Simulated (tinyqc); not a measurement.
Hueckel theory of the pi electrons with the omega technique, for the molecule C=CC(=C)C(=C)F (SMILES; centres numbered as the heavy atoms are written), step by step. One step of it, computed by the program tinyqc.

Question. Omega technique, round 2. h_r = h_r(0) + omega q_r, omega = 1.4, with q_r = z_r - P_rr; 0.7 of the old diagonal is kept.

Hueckel matrix in units of beta (H = alpha + beta A):
```
          1C        2C        3C        4C        5C        6C        7F
1C  0.000000  1.000000  0.000000  0.000000  0.000000  0.000000  0.000000
2C  1.000000  0.000000  1.000000  0.000000  0.000000  0.000000  0.000000
3C  0.000000  1.000000  0.000000  1.000000  1.000000  0.000000  0.000000
4C  0.000000  0.000000  1.000000  0.000000  0.000000  0.000000  0.000000
5C  0.000000  0.000000  1.000000  0.000000  0.000000  1.000000  0.620000
6C  0.000000  0.000000  0.000000  0.000000  1.000000  0.000000  0.000000
7F  0.000000  0.000000  0.000000  0.000000  0.620000  0.000000  3.010000
```

charge and bond-order matrix P:
```
           1C         2C         3C         4C         5C         6C         7F
1C   0.999566   0.908043  -0.000137  -0.408647  -0.090508  -0.005859   0.015445
2C   0.908043   0.999911   0.408888  -0.000922   0.002534  -0.090389  -0.009480
3C  -0.000137   0.408888   1.001025   0.817534   0.403158   0.010281  -0.042493
4C  -0.408647  -0.000922   0.817534   1.003106   0.001247  -0.405498  -0.014339
5C  -0.090508   0.002534   0.403158   0.001247   0.986251   0.898846   0.145432
6C  -0.005859  -0.090389   0.010281  -0.405498   0.898846   1.031288  -0.135491
7F   0.015445  -0.009480  -0.042493  -0.014339   0.145432  -0.135491   1.978852
```

Centres:

| centre | z_r, pi electrons of the neutral centre | h |
|---|---|---|
| 1C | 1 | 0.000000 |
| 2C | 1 | 0.000000 |
| 3C | 1 | 0.000000 |
| 4C | 1 | 0.000000 |
| 5C | 1 | 0.000000 |
| 6C | 1 | 0.000000 |
| 7F | 2 | 3.010000 |

Give: matrix after round 2.

Answer.

matrix after round 2:
```
        1C      2C       3C       4C      5C       6C      7F
1C  0.0000  1.0000   0.0000   0.0000  0.0000   0.0000  0.0000
2C  1.0000  0.0002   1.0000   0.0000  0.0000   0.0000  0.0000
3C  0.0000  1.0000  -0.0013   1.0000  1.0000   0.0000  0.0000
4C  0.0000  0.0000   1.0000  -0.0002  0.0000   0.0000  0.0000
5C  0.0000  0.0000   1.0000   0.0000  0.0137   1.0000  0.6200
6C  0.0000  0.0000   0.0000   0.0000  1.0000  -0.0276  0.0000
7F  0.0000  0.0000   0.0000   0.0000  0.6200   0.0000  3.0252
```
